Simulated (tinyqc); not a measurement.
Nucleation and growth of vacancy voids in a cooling silicon-like crystal: one step, computed by the program tinyqc.

Spherical voids; vacancies are lost only to voids.

Task: Nucleation rate at T with the initial excess. C_e = C_m exp[-(E_f/k_B)(1/T - 1/T_m)]; D = D0 exp(-E_m/(k_B T)); f = k_B T ln(C/C_e); r* = 2 gamma/(rho f); W* = 16 pi gamma^3/(3 rho^2 f^2); Z = f/sqrt(12 pi W* k_B T); I = rho Z (4 pi r* D C) exp(-W*/(k_B T)).

Inputs (values chosen for the exercise, close to those used for silicon):
```
quantity                                    value    unit
vacancy density at the melting point C_m  6.8e+14  1/cm^3
formation energy E_f                         4.02      eV
melting point T_m                            1685       K
diffusion prefactor D0                    0.00077  cm^2/s
migration energy E_m                         0.37      eV
site density rho                            5e+22  1/cm^3
void surface energy gamma                   0.988   J/m^2
temperature of the worked step T             1330       K
```

initial excess C = 2.90e+13 1/cm^3

Constants: k_B = 8.617333262e-05 eV/K; k_B = 1.380649e-23 J/K; e = 1.602176634e-19 C.

Give: C_e; D; driving force f; critical radius r*; W*/(k_B T); rate I.

Result:

C_e = 4.199e+11 1/cm^3

D = 3.051e-05 cm^2/s

driving force f = 0.4854 eV

critical radius r* = 0.5082 nm

W*/(k_B T) = 58.21

rate I = 0.1343 1/(cm^3 s)

Cooling by 10 K multiplies I by 250: nucleation switches on within a narrow range of temperature.
